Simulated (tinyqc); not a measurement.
Plane-wave Kohn-Sham cycle with exchange-only LDA in a layered model solid, step by step. One step of it, computed by the program tinyqc.

Problem. Iteration 2: potential. V_H(G) = 4 pi rho(G)/G^2 for G != 0 (uniform background); v_x = -(3 rho/pi)^(1/3); V = V_ext + V_H + v_x; Fourier components f(G_m) = (1/N) sum_j f(x_j) exp(-i G_m x_j).

A solid whose potential varies along x alone (atomic units):

| parameter | value |
|---|---|
| period a | 11.700000 |
| cross-section of the cell | 23.000000 |
| electrons per cell | 4 |
| grid points | 16 |
| plane waves -n..n, n | 2 |
| k points | 3 |
| V1 in V1 cos(2 pi x/a) | -0.720000 |
| V2 in V2 cos(4 pi x/a) | 0.060000 |

density after iteration 1 (e/bohr^3): 0.02547724  0.02733290  0.02851220  0.02313517  0.01336016  0.00597708  0.00335310  0.00301231  0.00298675  0.00301231  0.00335310  0.00597708  0.01336016  0.02313517  0.02851220  0.02733290

Give: Potentials on the grid; V(G_m), m = 0, 1, 2, ....

Solution.

Potentials on the grid (hartree):

| x | V_ext | V_H | v_x | V |
|---|---|---|---|---|
| 0.0000 | -0.6600 | 0.6186 | -0.2898 | -0.3312 |
| 0.7312 | -0.6228 | 0.5817 | -0.2966 | -0.3377 |
| 1.4625 | -0.5091 | 0.4614 | -0.3008 | -0.3485 |
| 2.1938 | -0.3180 | 0.2534 | -0.2806 | -0.3452 |
| 2.9250 | -0.0600 | -0.0077 | -0.2337 | -0.3013 |
| 3.6562 | 0.2331 | -0.2601 | -0.1787 | -0.2057 |
| 4.3875 | 0.5091 | -0.4556 | -0.1474 | -0.0939 |
| 5.1188 | 0.7076 | -0.5750 | -0.1422 | -0.0096 |
| 5.8500 | 0.7800 | -0.6149 | -0.1418 | 0.0233 |
| 6.5812 | 0.7076 | -0.5750 | -0.1422 | -0.0096 |
| 7.3125 | 0.5091 | -0.4556 | -0.1474 | -0.0939 |
| 8.0437 | 0.2331 | -0.2601 | -0.1787 | -0.2057 |
| 8.7750 | -0.0600 | -0.0077 | -0.2337 | -0.3013 |
| 9.5062 | -0.3180 | 0.2534 | -0.2806 | -0.3452 |
| 10.2375 | -0.5091 | 0.4614 | -0.3008 | -0.3485 |
| 10.9688 | -0.6228 | 0.5817 | -0.2966 | -0.3377 |

V(G_m), m = 0, 1, 2, ... (hartree): -0.2245  -0.0892  0.0364  0.0008  -0.0016
